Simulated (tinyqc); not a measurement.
What moves the results: valley splitting in a one-orbital chain of atomic planes (second-neighbour model). A value that a table varies takes the place of the one given here.

Each (001) plane carries one orbital with energy e0, hopping v to the next plane and u to the second: E(phi) = e0 + 2 v cos(phi) + 2 u cos(2 phi), where phi = pi - k a/4 (the sign of every second orbital is chosen so that v > 0, which shifts the phase by pi). The minimum lies at cos(phi0) = -v/(4u), phi0 = pi - (pi/2) k0 for a valley at k0 (2 pi/a), and e0 puts it at zero. A slab of N planes has hard walls: the matrix simply ends.

A well of Nw planes between barriers of 40 planes each (as of a SiGe alloy, taken as an offset alone). With x = j - 39.5 for plane j = 0, 1, ..., the potential is V0 (f(x) + f(Nw - x)) + F (j - 40) a/4, f(y) = 1/(1 + exp(y/L)), a step for L = 0; L is in planes, 4 L is about the distance over which f goes from 0.88 to 0.12, and 1 MV/m = 1e-4 V/angstrom.

Constants: hbar^2/2m0 = 3.80998211 eV angstrom^2.

Inputs chosen for the exercise (near those of the Delta valleys of silicon; abrupt walls in this chain split the valleys several times more than measured wells; shifted at random, so the results belong to these values and not to a real crystal): a = 5.436 angstrom (lattice constant; planes lie a/4 apart); ml = 0.978 m0 (longitudinal mass); N0 = 39 (first number of planes); Nf = 80 (planes in the thick slab); V0 = 0.15 eV (barrier height); F = 15 MV/m (field); Nw = 51 (planes in the well); k0 = 0.855 2 pi/a (position of the valley).

## Splitting against the number of planes

u = 0.555665 eV
v = 0.501879 eV
e0 = 1.224654 eV
phi0 = 1.798562 rad

Ten slabs from N0 on, of thickness (N - 1) a/4 between the outer planes. Effective mass: E1 = (c/ml)(pi/W)^2 with W = (N + 2) a/4: the amplitude vanishes on two missing planes at each end, and the envelope has its nodes N + 2 spacings apart. Large-N estimate of the splitting: 16 pi^2 u |sin(phi0) sin((N + 2) phi0)|/(N + 2)^3.

Doublet (meV):
```
N   thickness (angstrom)  mean level  effective mass  splitting  estimate
39                 51.64       12.38           12.38      1.234     1.236
40                 53.00       11.78           11.80      0.193     0.163
41                 54.36       11.25           11.26      0.989     1.003
42                 55.72       10.74           10.75      0.583     0.564
43                 57.08       10.27           10.28      0.617     0.637
44                 58.44        9.83            9.84      0.771     0.763
45                 59.80        9.41            9.42      0.216     0.236
46                 61.16        9.03            9.04      0.771     0.771
47                 62.51        8.66            8.67      0.136     0.119
48                 63.87        8.32            8.33      0.624     0.632
```

What does this show?

The mean level falls smoothly, from 12.4 to 8.3 meV, within 0.3 % of the effective-mass value. The splitting swings between 0.136 (N = 47) and 1.234 meV (N = 39): one plane more or less changes the phase between the two walls by phi0 = 1.799 rad. The estimate misses the computed values by at most 0.030 meV.

## Splitting against the electric field

A thick slab in a field F: plane j = 0, 1, ... gains the energy F j a/4 (1 MV/m = 1e-4 V/angstrom), which presses the electron against the first wall. The exponent is the slope of ln(splitting) against ln F between 20 and 50 MV/m.

Doublet:
```
F (MV/m)  mean level (meV)  splitting (meV)  splitting/F (meV per MV/m)
1                     8.04           0.1413                      0.1413
2                    12.23           0.2796                      0.1398
5                    22.14           0.6978                      0.1396
10                   34.70           1.3959                      0.1396
20                   54.20           2.7929                      0.1396
30                   70.19           4.1908                      0.1397
50                   96.95           6.9887                      0.1398
```

exponent = 1.00

What does this show, and why?

The splitting goes from 0.1413 to 6.9887 meV. At high field it grows as F^1.00: at a single hard wall it follows the squared slope of the envelope, which is proportional to F, while the level itself grows about as F^(2/3) (here F^0.63). A hard wall is the sharpest interface possible; real Si interfaces split several times less.

## Sharp and graded interfaces

The lowest doublet for several interface widths L.

Doublet:
```
L (planes)  4 L (angstrom)  mean level (meV)  splitting (micro-eV)
0.00                  0.00             38.76               2094.23
0.25                  1.36             38.96               1113.23
0.50                  2.72             39.27                208.53
0.75                  4.08             39.66                 35.01
1.00                  5.44             40.15                  5.95
1.50                  8.15             41.37                  0.16
2.00                 10.87             42.82                  0.00
```

How do the results move?

The mean level moves by +4.1 meV over the table, while the splitting falls from 2094.2 micro-eV at a step to 5.95 at L = 1 plane, a factor 352. Coupling the valleys needs the Fourier component of the potential at twice the valley wave vector, a period of a few planes, and grading removes it. Random alloy disorder, left out here, sets the splitting once this part is gone.

## What each parameter does

Step interfaces (L = 0). u, v, e0 follow from 8 u sin^2(phi0) = (2c/ml)/(a/4)^2, v = -4u cos(phi0), e0 = 2u + v^2/(4u), c = hbar^2/2m0. Each row changes one parameter from the base and keeps the others.

Results:
```
case               mean level (meV)  splitting (micro-eV)
base                          38.76                2094.2
k0 = 0.865 2 pi/a             38.77                2086.3
ml = 1.076 m0                 37.64                2094.2
V0 = 0.225 eV                 40.33                2094.6
F = 30 MV/m                   54.88                1439.4
Nw = 52                       38.76                2094.1
```

How do the results move?

The largest shifts from the base row, up to three for each result and ties (the steps differ in size, so this ranks the rows, not the parameters). mean level (meV): F +16.12, V0 +1.57, ml -1.13; unchanged at the printed digits by Nw. splitting (micro-eV): F -654.9, k0 -7.9, V0 +0.4; unchanged at the printed digits by ml.

Run: tinyqc, `OMP_NUM_THREADS=1 python tinyqc.py 1452735 1452736 out.jsonl`; Intel(R) Xeon(R) Processor @ 2.30GHz, one thread, shared host; about 0.01 s of CPU time with all checks.
